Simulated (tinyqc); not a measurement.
# Double-gate transistor, scale length and short-channel effects, step by step

Program tinyqc, `OMP_NUM_THREADS=1 python tinyqc.py 2420073 2420074 out.jsonl`; Intel Xeon 2.30GHz, shared host, one thread, about 0.01 s. Printed values are rounded.

A body of thickness ts between two insulators of thickness ti and two tied gates. Below threshold the potential that source and drain add obeys Laplace's equation and vanishes on the gate. Its lowest mode decays along the channel as exp(-k y); k is the smallest positive root of the matching condition at the interface, and the scale length is Lambda = pi/k.

Parameters, values chosen for the exercise; permittivities: semiconductor close to that of silicon, insulator close to that of zirconium oxide:
- T = 300 K (temperature)
- eps_r = 11.5 (relative permittivity of the semiconductor)
- ei = 26.1 (relative permittivity of the insulator)
- ti = 4.4 nm (insulator thickness)
- ts = 11.2 nm (body thickness)
- L = 35 nm (channel length)
- Vbi = 0.96 V (potential of the source)
- sT = 0.71 V (potential of the barrier top at threshold)
- VTL = 0.46 V (long-channel threshold)
- m = 1 (long-channel body factor)
- Vds = 0.7 V (drain voltage)

Constants: q = 1.602176634e-19 C, kB = 1.380649e-23 J/K, Vt = kB T/q. Results are converted to the units shown.

## Scan of the matching condition

k, point 0 to 7 (1/nm): 0.03125  0.0625  0.09375  0.125  0.15625  0.1875  0.21875  0.25

f(k) = ei cos(k ti) cos(k ts/2) - eps_r sin(k ti) sin(k ts/2).

f(k), point 0 to 7: 25.18435  22.52559  18.37979  13.14609  7.32802  1.48477  -3.82303  -8.08754

The first change of sign lies between k = 0.1875 and 0.21875 1/nm.

## Iteration 1: decay constant by Newton steps

k at the start = 0.1875 1/nm

f(k) = ei cos(k ti) cos(k ts/2) - eps_r sin(k ti) sin(k ts/2); f' by a central difference with +/- 1e-5 1/nm; k(new) = k - f/f'.

f = 1.484767
f' = -181.3225 nm
k after iteration 1 = 0.1956885 1/nm

## Iteration 2: decay constant by Newton steps

As before.

f = 0.02016633
f' = -176.1993 nm
k after iteration 2 = 0.1958030 1/nm

## Course of the iteration: decay constant by Newton steps

Stop when k changes by less than 1e-10 1/nm, or after 30 iterations.

Course of the iteration:
```
iteration   k (1/nm)  |change| (1/nm)
1          0.1956885          8.19e-3
2          0.1958030          1.14e-4
3          0.1958030          2.60e-8
4          0.1958030         1.30e-15
```

Converged in 4 iterations. The change falls from 0.0082 in the first iteration to below the tolerance in the last.

## Scale length against simple estimates

k = 0.1958030 1/nm

Lambda = pi/k and l = 1/k. A parabolic potential across the structure gives l(parabolic) = sqrt((eps_r/(2 ei)) ts ti (1 + ei ts/(4 eps_r ti))).

Lambda = 16.04466 nm
l = 5.107174 nm
l(parabolic) = 5.151379 nm

The parabolic estimate is 0.87 % above l.

## Threshold shift, barrier position and swing

Along the channel psi(y) = s + a exp(y/l) + b exp(-y/l) with psi(0) = Vbi, psi(L) = Vbi + Vds and l = 1/k = Lambda/pi; with A = Vbi - s, B = A + Vds, x = exp(-L/l): a = (B - A x) x/(1 - x^2), b = (A - B x)/(1 - x^2). The minimum is s + 2 sqrt(a b), at y = (l/2) ln(b/a). The long-channel potential follows the gate as s = sT + (Vg - VTL)/m, and the threshold VT is the gate voltage at which the minimum equals sT. Swing = m Vt ln 10/g at threshold, g = d(minimum)/ds = 1 - (b x + a)/((1 + x) sqrt(a b)).

s at threshold = 0.6756834 V
a = 0.001039290 V
b = 0.2832773 V
position of the minimum = 14.32023 nm
VT = 0.4256834 V
swing = 64.55706 mV/decade

The threshold lies 34.3 mV below the long-channel value, and the barrier top sits at 0.41 L from the source.
